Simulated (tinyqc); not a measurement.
Temperature and isotope dependence of a band gap in oscillator models: sweeps and comparisons. A value that a table varies takes the place of the one given here.

E(T) = E0 - sum_i sl_i th_i n_i(T), n = 1/(exp(th/T) - 1). The same coupling lowers the gap at 0 K by the zero-point term ZP = sum_i sl_i th_i/2, so the gap of the static lattice is E0 + ZP. Thermal expansion is taken as part of the slopes.

Two-parameter forms are made to pass through the falls at the two temperatures T12: Varshni aV T^2/(T + bV), from the line T^2/fall = (T + bV)/aV; one oscillator s1 t1/(exp(t1/T) - 1), with t1 from the ratio of the falls.

Constants: kB = 8.617333262e-05 eV/K; hbar^2/2m0 = 3.80998211 eV angstrom^2.

Inputs chosen for the exercise (near those of InP; the results hold for these values, not for the real material):
```
symbol  value           unit   meaning
E0      1.43            eV     gap at 0 K
th      (107, 374)      K      temperatures of two oscillators
sl      (0.137, 0.266)  meV/K  their high-temperature slopes
T12     (280, 680)      K      temperatures of the fits
mm      0.23            m0     geometric mean of the density-of-states masses
T       400             K      temperature
```

## How far the fits carry

Falls of the gap from E0, and errors of the two fits against the model.

Results:
```
T (K)  fall (meV)  Varshni - model (meV)  one oscillator - model (meV)  fall/ZP
20           0.07                   0.63                         -0.07    0.001
50           2.01                   1.87                         -1.48    0.035
100         10.07                   3.11                         -2.06    0.177
200         38.85                   1.67                         -0.62    0.681
300         74.34                  -0.33                          0.09    1.303
400        112.10                  -1.36                          0.32    1.964
600        190.08                  -0.87                          0.17    3.331
800        269.35                   1.79                         -0.32    4.720
```

What can be read from the table?

Below the first fit point the largest errors are +3.11 meV (Varshni, 100 K, on a fall of 10.07 meV) and -2.06 meV (one oscillator, 100 K); a T^2 law cannot freeze out; a single oscillator misses the soft modes. At 800 K, beyond the second fit point, they are +1.8 and -0.3 meV, so the oscillator extrapolates better here. The thermal fall equals ZP between 200 and 300 K.

## What the shift does to the intrinsic density

ni = 2 (mm kT/(4 pi c))^(3/2) exp(-E/2kT), c = hbar^2/2m0, with E(T) and with E0; 1 angstrom^-3 = 1e24 cm^-3. Apparent gap from an Arrhenius plot of ni/T^(3/2): E(T) - T dE/dT, dE/dT = -sum sl_i (th_i/T)^2 n_i (1 + n_i).

Results:
```
T (K)  E(T) (eV)  ni (cm^-3)  ni with E(T) / ni with E0  apparent gap (eV)
200       1.3912        4.47                      3.086             1.4580
250       1.3738    2.99e+04                      3.682             1.4629
300       1.3557    1.14e+07                      4.211             1.4665
350       1.3370    8.26e+08                      4.676             1.4693
400       1.3179    2.12e+10                      5.084             1.4714
500       1.2792    2.13e+12                      5.757             1.4744
700       1.2004    4.71e+14                      6.708             1.4779
```

What does this show, and why?

Using E0 in place of E(T) understates ni by a factor that rises from 3.09 to 6.71, towards exp(sum sl/2kB) = 10.4. The slope of an Arrhenius plot returns neither E(T) nor E0 but the intercept of the tangent, 1.4665 eV at 300 K, which lies 37 meV above E0 and tends to the static gap 1.4871 eV.

## What each parameter does

Gap at T, slope -sum sl_i (th_i/T)^2 n_i (1 + n_i) and ZP. Each row changes one parameter from the base and keeps the others.

Results:
```
case                        E(T) (eV)  dE/dT (meV/K)  ZP (meV)
base                           1.3179        -0.3836     57.07
T = 440 K                      1.3025        -0.3869     57.07
E0 = 1.44 eV                   1.3279        -0.3836     57.07
th = (107, 448) K              1.3245        -0.3760     66.91
sl = (0.1781, 0.266) meV/K     1.3036        -0.4245     59.27
```

What does this show?

The largest shifts from the base row, up to three for each result and ties (the steps differ in size, so this ranks the rows, not the parameters). E(T) (eV): T -0.0154, sl -0.0143, E0 +0.0100. dE/dT (meV/K): sl -0.0409, th +0.0076, T -0.0032; unchanged at the printed digits by E0. ZP (meV): th +9.84, sl +2.20; unchanged at the printed digits by T and E0.

Computed by tinyqc, a small Python program: `OMP_NUM_THREADS=1 python tinyqc.py 1880579 1880580 out.jsonl` (the numbers bound the seed that draws the inputs); one thread of a shared host (Intel(R) Xeon(R) Processor @ 2.30GHz), about 0.01 s for the whole set of steps.
